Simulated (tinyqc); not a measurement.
Width of the well: polar nitride quantum well with polarisation fields.

Growth along [0001]. e_par = (a_sub - a)/a, Ppz = 2 e_par (e31 - e33 C13/C33), P = Psp + Ppz in each layer; strain relaxation and the strain shift of the gaps are left out, although thick layers with more than about 1 % mismatch would relax.

In a periodic stack without free charge the potential drop over a period vanishes: F_w = (P_b - P_w) Lb/(eps0 (eps_w Lb + eps_b Lw)), F_b = -F_w Lw/Lb, eps0 = 8.8541878e-12 F/m; 1 MV/cm = 1e8 V/m = 0.01 V/angstrom.

Envelope functions on cells of 0.25 angstrom over barrier, well, barrier (widths Lb, Lw, Lb), psi = 0 beyond, psi'/m continuous (mean mass between points), c = hbar^2/2m0. With u(z) the integral of e F (F_w in the well, F_b = -F_w Lw/Lb in the barriers, 1 MV/cm = 0.01 V/angstrom), zero at the centre of the well, the electron sees u plus Vc in the barriers and the hole -u plus Vv. The transition is Eg + E_e + E_h; excitons are left out.

Constants: hbar^2/2m0 = 3.80998211 eV angstrom^2; hc = 1239.841984 eV nm.

Values chosen for the exercise (near those of an InGaN well in GaN; shifted at random, so the results belong to these values and not to a real crystal):
```
symbol  value                     unit      meaning
a_w     3.257                     angstrom  lattice constant a, well
a_b     3.189                     angstrom  lattice constant a, barrier
a_sub   3.189                     angstrom  in-plane lattice constant of the stack
Psp_w   -0.0303                   C/m^2     spontaneous polarisation
Psp_b   -0.0346                   C/m^2     spontaneous polarisation
e31_w   -0.342                    C/m^2
e31_b   -0.327                    C/m^2
e33_w   0.727                     C/m^2
e33_b   0.686                     C/m^2
C_w     0.285                               C13/C33
C_b     0.266                               C13/C33
eps_w   10.9                                dielectric constant
eps_b   10.3                                dielectric constant
Lb      60                        angstrom  barrier width
Eg      2.702                     eV        gap of the well
Vc      0.502                     eV        conduction offset
Vv      0.236                     eV        valence offset
me      0.175                     m0        electron, well
meb     0.2                       m0        electron, barrier
mh      1.69                      m0        hole, everywhere
Ls      (10, 14, 20, 28, 38, 50)  angstrom  well widths
```

Field, levels and overlap anew for each width.

Results:
```
Lw (angstrom)  F_w (MV/cm)  E (eV)  E without field (eV)  overlap^2  ln overlap^2
10                  -2.438  3.0675                3.1054      0.672         -0.40
14                  -2.312  2.9416                3.0063      0.576         -0.55
20                  -2.146  2.7948                2.9113      0.358         -1.03
28                  -1.958  2.6446                2.8397      0.137         -1.99
38                  -1.765  2.4961                2.7917     0.0279         -3.58
50                  -1.579  2.3522                2.7611    0.00266         -5.93
```

How do the results move, and what explains it?

The red shift grows from 38 to 409 meV. The line drops below Eg between 20 and 28 angstrom, which a square well can never do. Over the last two rows dE/dLw = -12.0 meV per angstrom, against -|e F_w| = -15.8 in the last row; the field itself weakens by 35 % over the table, since a wider well shares the drop with the barrier. The overlap falls by a factor 252.

Run: tinyqc, `OMP_NUM_THREADS=1 python tinyqc.py 1250976 1250977 out.jsonl`; Intel(R) Xeon(R) Processor @ 2.30GHz, one thread, shared host; about 0.04 s of CPU time with all checks.
